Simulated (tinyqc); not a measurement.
Absorption edge of a degenerate semiconductor, band filling against gap narrowing: the optical edge against doping.

n-type, parabolic bands, full ionisation. eta = (EF - Ec)/kB T solves N = Nc F12(eta), F12(x) = (2/sqrt(pi)) int_0^infinity sqrt(u)/(1 + exp(u - x)) du. The gap shrinks rigidly by dEg = a3 y^(1/3) + a4 y^(1/4) + a2 y^(1/2), y = N/1e18 cm^-3, an empirical law that is here taken as the true narrowing.

Vertical transitions need an empty final state: the edge is taken where the state lies 4 kB T below EF, E_opt = Eg - dEg + (1 + me/mh) max(eta - 4, 0) kB T; wavelength h c/(q E_opt).

Parameters, values chosen for the exercise; band and dielectric values close to those of indium phosphide: temperature T = 400 K; band gap Eg = 1.35 eV; conduction-band density of states at 400 K, from me Nc = 8.66e17 cm^-3; electron mass me = 0.0795 m0; hole mass mh = 0.608 m0; coefficient of (N/1e18)^(1/3) a3 = 19 meV; coefficient of (N/1e18)^(1/4) a4 = 12.8 meV; coefficient of (N/1e18)^(1/2) a2 = 2.5 meV.

Constants: q = 1.602176634e-19 C, kB = 1.380649e-23 J/K, Vt = kB T/q. Results are converted to the units shown.

The optical edge against doping:
```
N (cm^-3)       eta  dEg (meV)  filling shift (meV)  E_opt (eV)
1.8e17      -1.4977     20.126                    0      1.3299
3.5e17     -0.76386     24.714                    0      1.3253
6.8e17     0.032843     30.393                    0      1.3196
1.3e18      0.92630     37.255                    0      1.3127
2.6e18       2.1199     46.411                    0      1.3036
5.2e18       3.7641     57.947                    0      1.2921
1e19         6.0369     71.602               79.390      1.3578
2e19         9.7193     89.823               222.92      1.4831
3.9e19       15.249     112.03               438.46      1.6764
7.7e19       24.050     140.69               781.49      1.9908
```

E_opt goes from 1.33 through a minimum of 1.29 (at N = 5.2e18 cm^-3 among the rows listed) to 1.99 eV, against Eg = 1.35 eV; the filling shift is 0 while eta is below 4. At the end narrowing grows as N^(0.33) and EF - Ec as N^(0.67). Filling therefore wins at high density. For N = 1e19, 2e19, 3.9e19, 7.7e19 EF lies more than 0.2 eV in the band, where non-parabolicity lowers it markedly.

Range of the model: Band tails, non-parabolic bands and incomplete ionisation are left out.

tinyqc, about 0.01 s, one thread, Intel Xeon 2.30GHz (shared host): `OMP_NUM_THREADS=1 python tinyqc.py 2330043 2330044 out.jsonl`
